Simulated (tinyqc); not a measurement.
Worked calculation: virtual-crystal alloy in the empirical-pseudopotential method. Values are carried at full precision from step to step, so a last printed digit may differ when a step is redone from the rounded ones.

Virtual crystal A(1-x)B(x): a = (1 - x) a_A + x a_B. Rule linear: V = (1 - x) V_A + x V_B. Rule volume: V = [(1 - x) a_A^3 V_A + x a_B^3 V_B]/a^3, since a form factor is an atomic potential divided by the cell volume.

Constants: hbar^2/2m0 = 3.80998211 eV angstrom^2; Ry = 13.60569312 eV.

Inputs chosen for the exercise (classic local form factors of the size used for Si (A) and Ge (B), which place X and L only to a few tenths of an eV; the results hold for these values, not for the real material): a = (5.432, 5.663) angstrom (lattice constants of A, B); VSA = (-0.213, 0.041, 0.082) Ry (symmetric form factors of A); VAA = (0, 0, 0) Ry (antisymmetric form factors of A); VSB = (-0.226, 0.009, 0.059) Ry (symmetric form factors of B); VAB = (0, 0, 0) Ry (antisymmetric form factors of B); rule = linear (mixing rule); x = 0.21 (fraction of B).

## The virtual crystal

Form a, the two weights and the form factors.

a = 5.4805 angstrom

weights of A and B: 0.79000  0.21000

VS at 3, 8, 11 (Ry): -0.21573  0.03428  0.07717

VA at 3, 4, 11 (Ry): 0.00000  0.00000  0.00000

## The six lowest plane waves at X

Empirical pseudopotential on the fcc lattice, atoms at +/- tau, tau = a (1,1,1)/8, no spin-orbit coupling. H(G,G') = c (2 pi/a)^2 |k + G|^2 delta + VS(q) cos(q.tau) + i VA(q) sin(q.tau), q = G - G', c = hbar^2/2m0; k and G in units of 2 pi/a; VS at |q|^2 = 3, 8, 11 and VA at 3, 4, 11, in rydberg, zero elsewhere. At each k the basis holds all G with |k + G|^2 up to 16; energies are counted from the fourth level at Gamma.

k = (1,0,0) with the small basis G = (0,0,0), (-2,0,0), (-1,1,1), (-1,-1,-1), (-1,1,-1), (-1,-1,1) in place of the full one.

H in this small basis (eV), lower triangle:
```
           000    -200  -1+1+1  -1-1-1  -1+1-1  -1-1+1
000      5.008
-200         0   5.008
-1+1+1  -2.075   2.075  10.015
-1-1-1   2.075  -2.075  -0.466  10.015
-1+1-1  -2.075  -2.075       0       0  10.015
-1-1+1  -2.075  -2.075       0       0   0.466  10.015
```

## Levels in the small basis

Diagonalise; the gap between the fourth and fifth level is a first estimate of the direct gap at X.

levels (absolute scale of H) (eV): 2.773  2.773  9.549  9.549  12.717  12.717

gap = 3.168 eV

The full basis gives 3.945 eV for this gap.

## The lowest conduction band along Gamma-X and at L

Full basis at each k.

Levels (eV):
```
k           band 3  band 4  band 5  band 6
L           -1.239  -1.239   1.730   4.037
(0.00,0,0)   0.000   0.000   3.428   3.428
(0.20,0,0)  -0.540  -0.540   2.871   4.276
(0.40,0,0)  -1.460  -1.460   1.939   4.324
(0.60,0,0)  -2.263  -2.263   1.233   2.778
(0.70,0,0)  -2.546  -2.546   1.019   2.145
(0.80,0,0)  -2.749  -2.749   0.914   1.647
(0.85,0,0)  -2.813  -2.813   0.901   1.453
(0.90,0,0)  -2.865  -2.865   0.917   1.282
(1.00,0,0)  -2.907  -2.907   1.038   1.038
```

On these points band 5 is lowest at (0.85,0,0), 0.901 eV above the valence top: in this model the gap is indirect, by a margin of 2527 meV.

## Checks

- Fifth band at (0.85,0,0) against the equivalent point (0,0,-0.85), on the absolute scale of H (eV): both 11.1683.

Computed by tinyqc, a small Python program: `OMP_NUM_THREADS=1 python tinyqc.py 1081033 1081034 out.jsonl` (the numbers bound the seed that draws the inputs); one thread of a shared host (Intel(R) Xeon(R) Processor @ 2.30GHz), about 0.2 s for the whole set of steps.
